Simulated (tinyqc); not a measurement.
Worked calculation: extended Hueckel theory, for BeH2. One step of it, computed by the program tinyqc.

Problem. Wolfsberg-Helmholz matrix. H_ij = K' S_ij (H_ii + H_jj)/2 for i != j (the diagonal keeps H_ii), with K' = 1.75.

overlap S, lower triangle:
```
           1Be 2s   1Be 2px    1Be 2py   1Be 2pz     2H 1s     3H 1s
1Be 2s   1.000000
1Be 2px  0.000000  1.000000
1Be 2py  0.000000  0.000000   1.000000
1Be 2pz  0.000000  0.000000   0.000000  1.000000
2H 1s    0.472658  0.000000   0.552526  0.045936  1.000000
3H 1s    0.472658  0.000000  -0.552526  0.045936  0.038723  1.000000
```

diagonal H_ii (eV): 1Be 2s -10.000000, 1Be 2px -6.000000, 1Be 2py -6.000000, 1Be 2pz -6.000000, 2H 1s -13.600000, 3H 1s -13.600000

K = 1.750000

Give: H.

Solution.

H (eV), lower triangle:
```
          1Be 2s  1Be 2px  1Be 2py  1Be 2pz    2H 1s    3H 1s
1Be 2s   -10.000
1Be 2px    0.000   -6.000
1Be 2py    0.000    0.000   -6.000
1Be 2pz    0.000    0.000    0.000   -6.000
2H 1s     -9.760    0.000   -9.476   -0.788  -13.600
3H 1s     -9.760    0.000    9.476   -0.788   -0.922  -13.600
```
